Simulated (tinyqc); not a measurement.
Cell-based percolation model of oxide breakdown: two steps of the calculation.

The oxide, of thickness n a, is cut into cubic cells. A cell is defective with the chance l = 1 - exp(-a^3 N), N = N1 (t/1 s)^al. A column of n defective cells breaks the oxide down, and the area holds M = A/a^2 independent columns: 1 - F = (1 - l^n)^M.

Inputs (values chosen for the exercise): edge of a cell a = 0.9 nm; cells across the oxide n = 5; area A = 130 um^2; exponent of defect growth al = 0.49; defect density after 1 s N1 = 2e18 cm^-3.

Task 1. Critical defect density. At F = 1 - 1/e: l_c = (1 - exp(-1/M))^(1/n), N_bd = -ln(1 - l_c)/a^3, t63 = (N_bd/N1)^(1/al). W = ln(-ln(1 - F)); for small l, W = ln M + n ln(a^3 N), so the Weibull slope is n al.

Give: thickness; M; l_c; N_bd; N_bd times thickness; t63; n al.

Result 1.

thickness = 4.5000 nm
M = 1.6049e8
l_c = 0.022851
N_bd = 3.1710e19 cm^-3
N_bd times thickness = 1.4269e13 cm^-2
t63 = 281.39 s
n al = 2.4500

Task 2. The distribution. N, l, F and W = ln(-ln(1 - F)) at each time; the slope is taken between the end points.

| point | t (s) |
|---|---|
| 0 | 6.6 |
| 1 | 17 |
| 2 | 43 |
| 3 | 110 |
| 4 | 210 |
| 5 | 280 |
| 6 | 410 |

Give: N; l; F; W; slope.

Result 2.

| point | N (cm^-3) | l | F | W |
|---|---|---|---|---|
| 0 | 5.042e18 | 0.003669 | 1.067e-4 | -9.146 |
| 1 | 8.016e18 | 0.005827 | 0.001077 | -6.833 |
| 2 | 1.263e19 | 0.009166 | 0.01033 | -4.568 |
| 3 | 2.001e19 | 0.01448 | 0.09723 | -2.280 |
| 4 | 2.747e19 | 0.01983 | 0.3886 | -0.709 |
| 5 | 3.163e19 | 0.02280 | 0.6277 | -0.012 |
| 6 | 3.813e19 | 0.02742 | 0.9167 | 0.911 |

slope = 2.435

The slope is 0.59 % below n al, since l grows a little more slowly than N.

Computed by the program tinyqc: `OMP_NUM_THREADS=1 python tinyqc.py 2070008 2070009 out.jsonl`, one thread of a shared Intel Xeon 2.30GHz, about 0.01 s for the whole run.
